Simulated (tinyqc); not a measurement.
# Random telegraph noise from one oxide trap in a small MOSFET: effect of the temperature

An acceptor-like trap exchanges electrons with the channel. Inversion charge Q = Cox u, u = n Vt W0(exp((Vg - VT)/(n Vt))), W0 the Lambert function, n = nf, Cox = eps0 eox/tox; linear regime Id = (W/L) mu Q Vd. Relative to threshold the surface potential rises by Vt ln(u/u0) and the oxide voltage by the rest of Vg - VT, with u0 = n Vt W0(1).

N = Cox u/q; dpsi = Vt ln(u/u0); E = E0 - dpsi - (xt/tox)(Vg - VT - dpsi); capture time tc = 1/[(N/zi) vth s0 exp(-xt/lt - EB/Vt)]; emission time te = tc exp(-E/Vt); occupancy te/(tc + te). A = W L; threshold step dV = q (1 - xt/tox)/(Cox A); gm/Id = 1/(u + n Vt); relative step dI/I = (gm/Id) dV + asc mu/A. fc = (1/tc + 1/te)/(2 pi); rms = (dI/I) sqrt(tc te)/(tc + te). VT, nf, vth and mu are held fixed.

Parameters, values chosen for the exercise; values of the order met in silicon transistors:
```
symbol  value        unit                                                                 meaning
eox       3.9              relative permittivity of the gate insulator (close to silicon dioxide)
tox       2.7          nm                                                     insulator thickness
xt        1.2          nm                            depth of the trap from the channel interface
E0        0.1          eV                   trap level above the channel Fermi level at threshold
s0      6e-15        cm^2                                                       capture prefactor
EB       0.36          eV                                    capture barrier (lattice relaxation)
lt        0.2          nm                                                 tunnelling decay length
vth     2.1e7        cm/s                                                        thermal velocity
zi        2.3          nm                                        thickness of the inversion layer
VT       0.28           V                                                       threshold voltage
nf       1.29                                                                         body factor
W          70          nm                                                              gate width
L          21          nm                                                             gate length
mu        160  cm^2/(V s)                                                                mobility
asc         0         V s                              scattering coefficient of the charged trap
Vd        0.1           V                                                           drain voltage
Vg       0.47           V                                                            gate voltage
```

Constants: q = 1.602176634e-19 C, kB = 1.380649e-23 J/K, Vt = kB T/q, eps0 = 8.8541878128e-14 F/cm where lengths are in cm. Results are converted to the units shown.

Effect of the temperature:
```
T (K)      E (eV)     tc (s)     te (s)  occupancy  dI/I (%)   fc (Hz)  rms dI/I (%)
180    -0.0066751     7.4001     11.380    0.60596    2.7893  0.035493        1.3630
210    -0.0086482    0.27364    0.44129    0.61725    2.7787   0.94229        1.3506
240     -0.010400   0.023105   0.038203    0.62313    2.7600    11.054        1.3375
270     -0.011966  0.0033806  0.0056539    0.62581    2.7346    75.228        1.3233
300     -0.013372  7.2646e-4  0.0012186    0.62650    2.7040    349.69        1.3080
330     -0.014641  2.0638e-4  3.4535e-4    0.62594    2.6692    1232.0        1.2916
360     -0.015791  7.2263e-5  1.2022e-4    0.62457    2.6313    3526.3        1.2742
390     -0.016837  2.9710e-5  4.9032e-5    0.62269    2.5910    8602.8        1.2559
```

Read the table: what changes, and by how much?

As T goes from 180 to 390, tc falls from 7.40 to 2.97e-5 s, te falls from 11.4 to 4.90e-5 s and dI/I falls from 2.79 to 2.59 %. Activation energies over the table: 0.358 eV for capture (EB = 0.36 eV, altered by the change of N) and 0.356 eV for emission.

Range of the model: VT is taken as given; short-channel effects and the uneven flow of current among few electrons are left out.

tinyqc, about 0.01 s, one thread, Intel Xeon 2.30GHz (shared host): `OMP_NUM_THREADS=1 python tinyqc.py 2710058 2710059 out.jsonl`
